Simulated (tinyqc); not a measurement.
Surface orientation and number of bands: six-band hole subbands of a thin body in a field.

Basis X, Y, Z times spin, hole energies counted downwards from the unstrained edge (the hydrostatic shift is left out), c = hbar^2/2m0. For a symmetric tensor T let C(T) have C_XX = L Txx + M (Tyy + Tzz), C_XY = N Txy (cyclic), L = c (g1 + 4 g2), M = c (g1 - 2 g2), N = 6 c g3. k = q + kz n, n the unit normal, q = k1 u + k2 v with u along the channel [1-10] and v = n x u. H = C(k k^T) + (Dso/3)(1 - L.sigma) - B + e F z with (L_k)_ij = -i epsilon_kij; B is the block C built from the traceless strain with 2b, -b and sqrt(3) d in place of L, M, N. Strain: exx = eyy = (s11 + s12) sx/2, ezz = s12 sx, exy = -s44 sx/4. Hard walls at z = 0 and t; basis sin(j pi z/t), j = 1 to Nz: kz^2 = (j pi/t)^2, kz = -i D with D_jl = 4 j l/(t (j^2 - l^2)), z_jj = t/2 and z_jl = -8 t j l/(pi (j^2 - l^2))^2 for j + l odd; 1 MV/cm = 0.01 eV/angstrom.

Nz = 14. E1 is the top subband at q = 0, gap the distance to the next pair, and the masses are c q^2/(E(q) - E1) at |q| = 0.02 1/angstrom (mean of the spin pair) along the channel [1-10] and across it in the plane; a dash marks a band that does not rise.

Constants: hbar^2/2m0 = 3.80998211 eV angstrom^2.

Inputs chosen for the exercise (near those of a p-type Si channel; not measured data):

| symbol | value | unit | meaning |
|---|---|---|---|
| g1 | 4.31 |  | Luttinger gamma1 |
| g2 | 0.34 |  | gamma2 |
| g3 | 1.45 |  | gamma3 |
| Dso | 0.044 | eV | spin-orbit splitting |
| b | -2.11 | eV | tetragonal potential |
| d | -4.77 | eV | trigonal potential |
| S | (7.8, -2.16, 12.68) | 1/TPa | compliances s11, s12, s44 |
| t | 30 | angstrom | body thickness |
| F | 1.2 | MV/cm | field across the body |
| sx | -1 | GPa | stress along the channel [1-10], negative in compression |

Three faces, six bands; and four bands, with Dso set to 1000 eV.

Cases:

| case |
|---|
| (001) 6 bands |
| (001) 4 bands |
| (110) 6 bands |
| (110) 4 bands |
| (111) 6 bands |
| (111) 4 bands |

Rank the cases by E1 (meV), lowest first.

Answer: (110) 6 bands, (111) 6 bands, (111) 4 bands, (110) 4 bands, (001) 6 bands, (001) 4 bands.

Results:

| case | E1 (meV) | gap (meV) | m channel | m across |
|---|---|---|---|---|
| (001) 6 bands | 295.9 | 57.4 | 0.174 | 1.772 |
| (001) 4 bands | 309.3 | 85.8 | 0.234 | 0.402 |
| (110) 6 bands | 105.2 | 96.0 | 0.114 | 0.276 |
| (110) 4 bands | 221.9 | 245.1 | 0.148 | 0.286 |
| (111) 6 bands | 190.7 | 62.6 | 0.147 | 0.886 |
| (111) 4 bands | 207.0 | 205.1 | 0.178 | 0.192 |

With six bands the top subband is shallowest on (110) (105.2 meV) and deepest on (001). Without the stress E1 would be 322.5, 141.8 and 216.6 meV, so the stress moves it by -26.6, -36.5 and -25.9 meV. The lightest channel mass is on (110) (0.114 m0). Dropping the split-off band moves E1 by 13.4, 116.6 and 16.3 meV and the gap by 28.4, 149.2 and 142.5 meV on the three faces, with Dso = 44 meV.

tinyqc: `OMP_NUM_THREADS=1 python tinyqc.py 1250111 1250112 out.jsonl`; about 0.3 s, one thread, shared Intel(R) Xeon(R) Processor @ 2.30GHz.
